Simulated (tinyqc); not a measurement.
Rapid thermal processing of a wafer: radiative balance, ramp and cooling, pattern effects, pyrometer error and spike budget: one step, computed by the program tinyqc.

The wafer is opaque and uniform through its thickness unless said otherwise; temperatures in formulas are in kelvin (C + 273.15). sigma = 5.670374419e-12 W/(cm^2 K^4).

Task: Pattern effect. At steady state a sinusoidal change of absorbed power of relative amplitude a and period p gives the temperature amplitude a q/(dq/dT + k d (2 pi/p)^2); healing length l = sqrt(k d/(dq/dT)); process change = E_a dT/(k_B T^2). Emissivity is taken as unchanged.

Inputs (values chosen for the exercise, modelled on a hot silicon wafer): wafer thickness d = 775 micrometre; thermal conductivity k = 0.26 W/(cm K); wall temperature T_w = 500 K; process temperature = 938 C; relative change of absorptivity over a pattern = 13 %; period of the pattern = 8.6 mm; activation energy of the process E_a = 3.66 eV.

dq/dT = 24.44847 mW/(cm^2 K)

holding power q = 7.417107 W/cm^2

Constants: k_B = 8.617333262e-05 eV/K.

Give: healing length l; amplitude without lateral conduction; amplitude; change of the process rate.

Result:

healing length l = 9.078 mm

amplitude without lateral conduction = 39.44 K

amplitude = 0.8766 K

change of the process rate = 2.538 %

Lateral conduction cuts the amplitude to 2.2 %, since p/(2 pi l) = 0.15.
